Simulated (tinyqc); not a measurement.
# Permittivity and interlayer from two capacitances

Question. A two-layer stack has Cox = eps0/(t1/e1 + t2/e2) and EOT = 3.9 eps0/Cox. Find e2, the EOT of layer 1 and, with e1 given, t1.

Inputs (values chosen for the exercise):
- e1 = 8.79 (relative permittivity of layer 1)

Constants: eps0 = 8.8541878128e-14 F/cm where lengths are in cm. Results are converted to the units shown.

Cox at t2 = 2.2 and 8.4 nm (uF/cm^2): 5.3465859  2.0125862

Answer. EOT is linear in t2 with slope 3.9/e2, and its intercept is the EOT of layer 1.

e2 = 22.6
EOT of layer 1 = 0.266 nm
t1 = 0.600 nm

Numbers from tinyqc (`OMP_NUM_THREADS=1 python tinyqc.py 2010010 2010011 out.jsonl`; about 0.01 s on one thread of a shared Intel Xeon 2.30GHz).
